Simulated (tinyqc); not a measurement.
Hot electrons in a saturated n-channel MOSFET, lucky-electron model: one step of the calculation.

Beyond pinch-off the lateral field grows as Esat cosh(y/l) over the velocity-saturated region (pseudo-two-dimensional model). Impact ionisation in this region gives the substrate current, which biases the body forward through Rsub. Currents are per width. Local-field laws: they overstate ionisation when the field peak is narrower than an energy relaxation length.

Question. Length and field scales. Cox = 3.9 eps0/tox, l = sqrt(3 tox xj), Esat = 2 vs/mu.

Inputs (values chosen for the exercise); values close to those of silicon n-channel devices:
```
symbol,value,unit,meaning
L,0.5,um,channel length
tox,9.5,nm,oxide thickness
xj,150,nm,junction depth
mu,290,cm^2/(V s),effective mobility
vs,7.2e6,cm/s,saturation velocity
```

Constants: eps0 = 8.8541878128e-14 F/cm where lengths are in cm. Results are converted to the units shown.

Give: Cox; l; Esat; Esat L.

Answer.

Cox = 0.3635 uF/cm^2
l = 65.38 nm
Esat = 0.04966 MV/cm
Esat L = 2.483 V

Computed by the program tinyqc: `OMP_NUM_THREADS=1 python tinyqc.py 2550134 2550135 out.jsonl`, one thread of a shared Intel Xeon 2.30GHz, about 0.01 s for the whole run.
